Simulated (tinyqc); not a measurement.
From bipolar thermal conductivity back to temperature T: two-band model of a narrow-gap semiconductor with electrons and holes. Computed by tinyqc, a small Python program. Command: `OMP_NUM_THREADS=1 python tinyqc.py 3006247 3006248 out.jsonl bipolar inv`. One thread of a shared host (Intel(R) Xeon(R) Processor @ 2.30GHz), about 0.06 s of CPU time with the checks.

Two parabolic bands with acoustic scattering (r = -1/2, a = 0), a gap that does not change with T, and fully ionised dopants. Melting is ignored, so values above the melting point are formal, and kappa_L does not change with T. eta_n = (E_F - E_c)/(k_B T), eta_p = -eta_n - E_g/(k_B T).

Inputs (values chosen for the exercise, modelled on PbTe):
```
quantity,value,unit
electron mass m_n,0.25,m_0
hole mass m_p,0.31,m_0
"electron mobility parameter mu_300,n",1200,cm^2/(V s)
"hole mobility parameter mu_300,p",790,cm^2/(V s)
temperature exponent p,1.5,-
band gap E_g,0.32,eV
net doping N,7.4e+16,1/cm^3
lattice thermal conductivity kappa_L,0.99,W/(m K)
```

Doping: p-type.

Constants: k_B = 8.617333262e-05 eV/K; m_0 = 9.1093837015e-31 kg; k_B = 1.380649e-23 J/K; hbar = 1.054571817e-34 J s; e = 1.602176634e-19 C.

Method:
- With x = E/(k_B T), a = alpha k_B T (0 for a parabolic band), G = x (1 + a x), D = 1 + 2 a x and <y> = int y f (1 - f) dx, f = 1/(1 + exp(x - eta)): tau = tau_0 G^r/D; transport function s = G^(3/2 + r)/D^2; n = N_0 <G^(3/2)> with N_0 = (2 m k_B T)^(3/2)/(3 pi^2 hbar^3).
- Integrals over x = E/(k_B T) use 160 Gauss-Legendre points in u = sqrt(x) from 0 to sqrt(max(eta, 0) + 32).
- Neutrality: p - n = N, with n = N_0(m_n) <x^(3/2)> at eta_n and p = N_0(m_p) <x^(3/2)> at eta_p.
- sigma = e mu_0 N_0 <s> with mu_0 = e tau_0/m = mu_300 (T/300 K)^(-p); |S| = (k_B/e)(<x s>/<s> - eta); Lorenz number L = (k_B/e)^2 (<x^2 s>/<s> - (<x s>/<s>)^2); kappa_e = L sigma T; zT = S^2 sigma T/(kappa_L + kappa_e).
- Hall factor r_H = <x^(3/2)> <x^(1/2)>/<s>^2.
- Both bands together (these totals replace the one-band zT): sigma = sigma_n + sigma_p; S = (sigma_p |S_p| - sigma_n |S_n|)/sigma; kappa_bip = (sigma_n sigma_p/sigma)(|S_n| + |S_p|)^2 T; kappa_e = (L_n sigma_n + L_p sigma_p) T; zT = S^2 sigma T/(kappa_L + kappa_e + kappa_bip); weak-field R_H = (r_p sigma_p^2/p - r_n sigma_n^2/n)/(e sigma^2), where the Hall factors r_n and r_p are <x^(3/2)> <x^(1/2)>/<s>^2.

Question. A run gave the result below. Find the temperature T, known to lie between 480 and 1100 K.

bipolar thermal conductivity = 1.288007 W/(m K)

Answer.

Each step takes the trial c = (a f_b - b f_a)/(f_b - f_a), f being the result less the target and a, b, c the logarithms of the listed values; c replaces end b, the old b replaces a if the sign of f changed, and otherwise f_a is halved.

Scan of the range:
```
temperature T (K),bipolar thermal conductivity (W/(m K))
480,0.22028
551,0.34594
633,0.51314
727,0.72653
834,0.98758
958,1.30378
1100,1.67453
```

False position (Illinois rule, in the logarithm of the input) inside the bracket:
```
step,end a,end b,trial,bipolar thermal conductivity (W/(m K))
1,834.000,958.000,951.399,1.28671
2,958.000,951.399,951.898,1.28800
3,958.000,951.898,951.902,1.28801
4,951.898,951.902,951.900,1.28801
```

Bipolar thermal conductivity rises at every point of a 13-point scan of the range (every second point is shown), so one value fits; it is bracketed by 834 and 958. Answer: temperature T = 951.9 K.
